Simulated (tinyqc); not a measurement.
# MOS inversion layer, Poisson-Schroedinger loop: what changes with what

Electrons confined at an insulator interface at z = 0, treated as a hard wall; parabolic valleys, Hartree approximation, no image or exchange terms. The depletion charge lies far deeper than the electrons and gives a uniform field q Nd/(eps0 eps_r); the gate balances all charge. Energies are counted from the band edge at the interface.

Values chosen for this exercise; masses and permittivity close to those of silicon (100): temperature T = 300 K; relative permittivity eps_r = 11.9; mass along z of valley set A (2 valley(s)) mz1 = 0.929 m0; in-plane density-of-states mass of set A md1 = 0.19 m0; mass along z of valley set B (4 valley(s)) mz2 = 0.193 m0; in-plane density-of-states mass of set B md2 = 0.425 m0; sheet density of electrons Ns = 6.7e11 cm^-2; sheet density of depletion charge Nd = 4.2e11 cm^-2; extra shift of set B (strain) dE = 0 eV.

Constants: q = 1.602176634e-19 C, kB = 1.380649e-23 J/K, hbar = 1.054571817e-34 J s, m0 = 9.1093837015e-31 kg, Vt = kB T/q, eps0 = 8.8541878128e-14 F/cm where lengths are in cm, hbar^2/(2 m0) = 0.0380998212 eV nm^2. Results are converted to the units shown.

Each table varies one quantity; the others keep the values above.

## Effect of the extra shift of set B (strain)

Schroedinger equation -(C/mz) psi'' + (V0 + U + dE for set B) psi = E psi, C = hbar^2/(2 m0), psi(0) = 0, on a uniform mesh of 800 nodes with a far wall at 35 nm, 8 levels a set; V0 = q Nd z/(eps0 eps_r); dU/dz = q (Ns - integral of n from 0 to z)/(eps0 eps_r), U(0) = 0; N_k = g md m0 q Vt/(pi hbar^2) ln(1 + exp((EF - E_k)/Vt)), g the number of valleys of the set, sum N_k = Ns. Triangular well: E_k = a_k (C F^2/mz)^(1/3), a_1 = 2.338107, a_2 = 4.087949, C = hbar^2/(2 m0), F in eV/nm. Fang-Howard (all electrons in the lowest level of set A): b^3 = 6 (mz1/C) q (Nd + 11 Ns/32)/(eps0 eps_r), centroid 3/b, level C b^2/(4 mz1) + (3/b) q (Nd + 11 Ns/16)/(eps0 eps_r). The centroid adds 3.9 z_av/eps_r to an oxide-equivalent thickness.

The same in every row: Fang-Howard centroid (nm) = 2.65.

Results:
```
dE (eV)  A1 (meV)  B1 (meV)  EF (meV)  share of A1 (%)  share of set A (%)  centroid z_av (nm)  added oxide equivalent (nm)
-0.05        50.6      30.2     -64.3             7.15                11.1                5.06                         1.66
-0.02        50.2      59.2     -41.0             17.8                28.0                4.84                         1.59
0.01         49.6      87.7     -24.7             33.7                54.5                4.50                         1.48
0.04         49.0       116     -15.9             47.7                78.8                4.20                         1.38
0.1          48.6       175     -11.1             58.0                97.4                3.97                         1.30
0.13         48.6       205     -10.7             59.0                99.2                3.95                         1.29
0.16         48.6       235     -10.5             59.3                99.7                3.94                         1.29
```

Estimate the missing row, dE = 0.07 eV.

Computed row:
```
dE (eV)  A1 (meV)  B1 (meV)  EF (meV)  share of A1 (%)  share of set A (%)  centroid z_av (nm)  added oxide equivalent (nm)
0.07         48.7       146     -12.3             55.1                92.1                4.03                         1.32
```

With this row back in the table: As dE goes from -0.05 to 0.16, A1 falls from 50.6 to 48.6 meV, the share of A1 rises from 7.15 to 59.3 % and the centroid falls from 5.06 to 3.94 nm. The Fang-Howard centroid is 48 % below the full one in the first row, where A1 holds 7.15 %, and 33 % below it in the last, where A1 holds 59.3 %. For dE = 0.04, 0.07, 0.1, 0.13, 0.16 the eighth level of a set still holds over 0.4 % of the electrons, so more levels and a farther wall would raise the centroid.

## Effect of the sheet density of depletion charge

Schroedinger equation -(C/mz) psi'' + (V0 + U + dE for set B) psi = E psi, C = hbar^2/(2 m0), psi(0) = 0, on a uniform mesh of 800 nodes with a far wall at 94 nm, 8 levels a set; V0 = q Nd z/(eps0 eps_r); dU/dz = q (Ns - integral of n from 0 to z)/(eps0 eps_r), U(0) = 0; N_k = g md m0 q Vt/(pi hbar^2) ln(1 + exp((EF - E_k)/Vt)), g the number of valleys of the set, sum N_k = Ns.

Results:
columns A: Nd (cm^-2); B: A1 (meV); C: B1 (meV); D: EF (meV); E: share of A1 (%); F: share of set A (%); G: centroid z_av (nm); H: added oxide equivalent (nm); I: Fang-Howard centroid (nm)
```
A          B     C      D     E     F     G      H     I
1e11    39.3  61.1  -50.7  18.6  38.1  8.11   2.66  3.32
1.7e11  41.7  64.9  -45.4  20.8  40.0  6.81   2.23  3.12
3.1e11  46.3  72.4  -35.9  25.0  43.1  5.32   1.74  2.82
9.4e11  65.1   104  -3.68  41.4  53.8  3.11   1.02  2.18
1.6e12  82.5   134   21.3  55.1  63.5  2.39  0.782  1.88
2.9e12   113   185   59.6  74.3  78.5  1.75  0.575  1.57
5e12     154   256    107  90.1  91.6  1.33  0.437  1.32
```

Estimate the missing row, Nd = 5.3e11 cm^-2.

Computed row:
columns A: Nd (cm^-2); B: A1 (meV); C: B1 (meV); D: EF (meV); E: share of A1 (%); F: share of set A (%); G: centroid z_av (nm); H: added oxide equivalent (nm); I: Fang-Howard centroid (nm)
```
A          B     C      D     E     F     G     H     I
5.3e11  53.2  83.9  -23.1  31.2  47.1  4.13  1.35  2.52
```

With this row back in the table: As Nd goes from 1e11 to 5e12, A1 rises from 39.3 to 154 meV, the share of A1 rises from 18.6 to 90.1 % and the centroid falls from 8.11 to 1.33 nm. A1 goes as Nd^(0.58) between the last two rows (a triangular well in the field of that charge alone gives 2/3). The Fang-Howard centroid is 59 % below the full one in the first row, where A1 holds 18.6 %, and 0.69 % below it in the last, where A1 holds 90.1 %. For Nd = 1e11, 1.7e11 the eighth level of a set still holds over 0.4 % of the electrons, so more levels and a farther wall would raise the centroid.

Program tinyqc, `OMP_NUM_THREADS=1 python tinyqc.py 2160144 2160145 out.jsonl`; Intel Xeon 2.30GHz, shared host, one thread, about 1 s.
